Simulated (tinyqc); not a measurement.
Worked calculation: G0W0 on RHF in the sto-6g basis, for H2, spin multiplicity 1. Computed by tinyqc, a small Python program that keeps every step (integrals from PySCF). Settings: charge = 0, multiplicity = 1, basis = sto-6g, method = RHF, energy threshold = 1e-10, iteration cap = 74, orthogonalisation = symmetric, start = Wolfsberg-Helmholz matrix, DIIS depth = 6. Command: `OMP_NUM_THREADS=1 python tinyqc.py 28404 28405 out.jsonl` (the two numbers bound the seeds that draw the settings). One thread of a shared host (Intel(R) Xeon(R) Processor @ 2.60GHz), about 0.03 s of CPU time with the checks. The early iterations of the SCF are left out here.

## One-electron integrals

Geometry (angstrom):
```
atom       x       y       z
H     0.0000  0.0000  0.0000
H     0.0000  0.0000  0.7700
```

Basis sto-6g: exponents (1/bohr^2) and contraction coefficients of normalised primitives:
```
element  l (shell)  exponent  coefficient
H            s (1)   35.5232       0.0092
H            s (1)    6.5131       0.0494
H            s (1)    1.8221       0.1685
H            s (1)    0.6260       0.3706
H            s (1)    0.2431       0.4165
H            s (1)    0.1001       0.1303
```

Overlap, kinetic and nuclear-attraction integrals over the contracted functions; the nuclear repulsion is the sum of Za Zb / Rab.

nuclear repulsion = 0.687243 hartree

overlap S:
```
        1H 1s   2H 1s
1H 1s  1.0000  0.6402
2H 1s  0.6402  1.0000
```

kinetic energy T (hartree):
```
        1H 1s   2H 1s
1H 1s  0.7685  0.2175
2H 1s  0.2175  0.7685
```

nuclear attraction V (hartree):
```
         1H 1s    2H 1s
1H 1s  -1.8746  -1.1446
2H 1s  -1.1446  -1.8746
```

core Hamiltonian H = T + V (hartree):
```
         1H 1s    2H 1s
1H 1s  -1.1061  -0.9271
2H 1s  -0.9271  -1.1061
```

## Two-electron integrals

Functions are numbered as in S; the eight-fold symmetry (ij|kl) = (ji|kl) = (kl|ij) leaves the list below.

Two-electron integrals (ij|kl) in chemists' order, unique and non-zero (hartree):
```
(11|11) 0.7750   (21|11) 0.4274   (21|21) 0.2778   (22|11) 0.5588
(22|21) 0.4274   (22|22) 0.7750
```

## Orthogonalisation

S = U s U^T; symmetric (Loewdin) form X = U s^(-1/2) U^T, so that X^T S X = 1.

eigenvalues of S: 0.3598  1.6402

X:
```
         1H 1s    2H 1s
1H 1s   1.2239  -0.4431
2H 1s  -0.4431   1.2239
```

## Iteration 2 (converged): orbitals

converged F (hartree):
```
         1H 1s    2H 1s
1H 1s  -0.3532  -0.5827
2H 1s  -0.5827  -0.3532
```

Diagonalise F' = X^T F X, C = X C', fill 1 alpha and 1 beta electrons from the bottom; D = 2 C_occ C_occ^T. Each column has its largest component positive (the first on a tie).

F' = X^T F X (hartree):
```
         1        2
1   0.0335  -0.6042
2  -0.6042   0.0335
```

orbital energies (hartree): MO1 -0.5706, MO2 0.6377

coefficients C:
```
          MO1      MO2
1H 1s  0.5521   1.1788
2H 1s  0.5521  -1.1788
```

D after iteration 2:
```
        1H 1s   2H 1s
1H 1s  0.6097  0.6097
2H 1s  0.6097  0.6097
```

## Convergence

Stop when the energy changes by less than 1e-10 hartree and every element of the error matrix X^T (F D S - S D F) X is below 3e-06.

Course of the cycle:
```
iteration  E (hartree)     change  largest element of the error matrix
1            -1.122967          -                             2.51e-16
2            -1.122967  -4.44e-16                               0.0000
```

PySCF RHF in the same basis = -1.122967 hartree

Converged in 2 iterations.

## Integrals over molecular orbitals

(pq|rs) = sum C_ip C_jq C_kr C_ls (ij|kl), one index at a time.

one-electron integrals over orbitals h = C^T H C (hartree):
```
         1        2
1  -1.2396   0.0000
2   0.0000  -0.4975
```

Two-electron integrals over orbitals (pq|rs), unique and non-zero (hartree):
```
(11|11) 0.6690   (21|21) 0.1832   (22|11) 0.6592   (22|22) 0.6936
```

## Screening: direct RPA

With D = e_a - e_i and K = (ia|jb): diagonalise D^(1/2) (D + 4K) D^(1/2) = Z w^2 Z^T; X + Y = D^(1/2) Z w^(-1/2), each column of Z with its largest component positive (the first on a tie); E_c = (sum w - tr (D + 2K)) / 2.

D^(1/2) (D + 4K) D^(1/2) (hartree^2):
```
        1>2
1>2  2.3455
```

excitation energies w (hartree): 1.5315

X + Y:
```
          1
1>2  0.8882
```

RPA correlation energy = -0.021609 hartree

## G0W0 on Hartree-Fock: HOMO

W(p,q,m) = sqrt2 sum_ia (pq|ia) (X+Y)_ia,m; Sigma_c(x) = sum_(i,m) W^2/(x - e_i + w_m) + sum_(a,m) W^2/(x - e_a - w_m); solve x = e_p + Sigma_c(x) by Newton steps; Z = 1/(1 - dSigma/dx); 1 hartree = 27.211386 eV.

The 12 largest terms at x = e_p (hartree; W for the signs of X + Y given):
```
q  m       W     term
2  1  0.2301  -0.0193
```

Newton steps (hartree):
```
step        x  Sigma_c(x)       Z
0     -0.5706     -0.0193  0.9930
1     -0.5898     -0.0192  0.9931
2     -0.5898     -0.0192  0.9931
```

quasiparticle energy of the HOMO = -16.0497 eV

Hartree-Fock value = -15.5274 eV

## G0W0 on Hartree-Fock: LUMO

As before.

The 12 largest terms at x = e_p (hartree; W for the signs of X + Y given):
```
q  m       W    term
1  1  0.2301  0.0193
```

Newton steps (hartree):
```
step       x  Sigma_c(x)       Z
0     0.6377      0.0193  0.9930
1     0.6569      0.0192  0.9931
2     0.6569      0.0192  0.9931
```

quasiparticle energy of the LUMO = 17.8748 eV

Hartree-Fock value = 17.3525 eV
